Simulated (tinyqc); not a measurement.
# Signal and retention of a DRAM cell, step by step

Numbers from tinyqc (`OMP_NUM_THREADS=1 python tinyqc.py 2130064 2130065 out.jsonl`; about 0.01 s on one thread of a shared Intel Xeon 2.30GHz). Printed values are rounded.

A stored one starts at Vd and leaks: Cs dV/dt = -I(V), I = a sqrt((V + Vb)/(Vd + Vb)) + b, with a = Ig exp[-(Eg1 q/kB)(1/T - 1/T0)] (generation in a depletion layer) and b = Is exp[-(Es q/kB)(1/T - 1/T0)]. The bit line is precharged to Vd/2, and charge sharing gives the signal (V - Vd/2) Cs/(Cs + Cb).

Parameters, values chosen for the exercise: array voltage Vd = 1.3 V; cell capacitance Cs = 23 fF; bit-line capacitance Cb = 108 fF; smallest signal that the sense amplifier resolves dm = 39 mV; built-in plus back-bias voltage of the storage junction Vb = 1.61 V; junction leakage at V = Vd and T0 Ig = 4.8 fA; voltage-independent leakage at T0 Is = 0.054 fA; activation energy of Is Es = 0.37 eV; reference temperature T0 = 358 K; temperature T = 368 K; deviation of ln(retention time) over the cells sg = 0.99; cells Nc = 8.59e9; refresh interval tr = 128 ms; activation energy of Ig Eg1 = 0.57 eV.

Constants: q = 1.602176634e-19 C, kB = 1.380649e-23 J/K. Results are converted to the units shown.

Range of the model: Real arrays also hold a tail of unusually leaky cells and cells whose retention varies in time, which this model lacks.

## Signal and margin

The cell fails below Vc = Vd/2 + dm (Cs + Cb)/Cs.

transfer ratio = 0.175573
signal of a fresh one = 114.122 mV
Vc = 0.872130 V
charge that may be lost = 9.841 fC
the same in electrons = 61422.7

## Retention time

With s = sqrt((Vc + Vb)/(Vd + Vb)), the time from Vd to Vc is t = [2 Cs (Vd + Vb)/a] [1 - s - (b/a) ln((a + b)/(a s + b))].

a = 7.93032 fA
b = 0.0748057 fA
retention time = 1.27771 s
estimate with the current held at a + b = 1.22934 s

The constant-current estimate is 3.8 % below the true time, since the junction leaks less as V falls.

## Failing cells

This time is the median of a log-normal spread: failing cells = Nc erfc(z/sqrt 2)/2, z = ln(t/tr)/sg. One failure is expected at the interval where that count equals 1.

z = 2.32403
failing cells = 8.64315e7
interval for one failure = 2.40667 ms

The weakest cell of the array lies about 6.34 deviations out, a factor of 531 below the median; the chosen interval is longer than that time.
